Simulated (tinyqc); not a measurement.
Worked calculation: MP2 on RHF in the sto-6g basis, for H2, spin multiplicity 1. One step of it, computed by the program tinyqc.

Task: Iteration 1: diagonalisation and new density. Diagonalise F' = X^T F X, C = X C', fill 1 alpha and 1 beta electrons from the bottom; D = 2 C_occ C_occ^T. Each column has its largest component positive (the first on a tie).

Fock matrix F (hartree), order 1H 1s, 2H 1s:
```
[[-0.437984, -0.651641],
 [-0.651641, -0.437984]]
```

X, order 1H 1s, 2H 1s:
```
[[1.360404, 0.537629],
 [-1.360404, 0.537629]]
```

Give: F' = X^T F X; orbital energies; coefficients C; D after iteration 1.

Result:

F' = X^T F X (hartree):
```
[[0.7908, 0.0000],
 [0.0000, -0.6299]]
```

orbital energies (hartree): [-0.6299, 0.7908]

coefficients C, order 1H 1s, 2H 1s:
```
[[0.5376, 1.3604],
 [0.5376, -1.3604]]
```

D after iteration 1, order 1H 1s, 2H 1s:
```
[[0.5781, 0.5781],
 [0.5781, 0.5781]]
```
